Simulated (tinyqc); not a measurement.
What each parameter does: shallow donor in an anisotropic valley (effective-mass theory).

One valley: H = -c [(d2/dx2 + d2/dy2)/mt + (d2/dz2)/ml] - q/(eps r), c = hbar^2/2m0, q = e^2/(4 pi eps0). Trial function exp(-sqrt((x^2 + y^2)/a^2 + z^2/b^2)) with a > b: T = (c/3)(2/(mt a^2) + 1/(ml b^2)), V = -(q/eps) atan(u/b)/u, u = sqrt(a^2 - b^2). The central cell of the impurity is left out.

Constants: hbar^2/2m0 = 3.80998211 eV angstrom^2; e^2/(4 pi eps0) = 14.39964547 eV angstrom.

Inputs chosen for the exercise (out of a larger set: near those of a group-V donor in Si; not measured data): ml = 0.947 m0 (longitudinal mass); mt = 0.184 m0 (transverse mass); eps = 11.1 (dielectric constant).

The minimum of the trial energy.

Results for these values:
```
case  E (meV)  a (angstrom)  b (angstrom)    b/a
base   -32.32         23.64         13.27  0.561
```

What happens to each result for mt = 0.202 m0, all else kept?

Answer: E falls from -32.32 to -34.70; a falls from 23.64 to 21.85; b falls from 13.27 to 12.67; b/a rises from 0.561 to 0.580.

The same for each parameter in turn:
```
case           E (meV)  a (angstrom)  b (angstrom)    b/a
base            -32.32         23.64         13.27  0.561
ml = 0.758 m0   -30.63         24.48         14.85  0.607
mt = 0.202 m0   -34.70         21.85         12.67  0.580
eps = 10        -39.82         21.30         11.95  0.561
```

eps only rescales the solution (E as 1/eps^2, lengths as eps), so b/a depends on ml/mt alone.

Program tinyqc; command `OMP_NUM_THREADS=1 python tinyqc.py 1251189 1251190 out.jsonl`; about 0.01 s on one thread of a shared Intel(R) Xeon(R) Processor @ 2.30GHz.
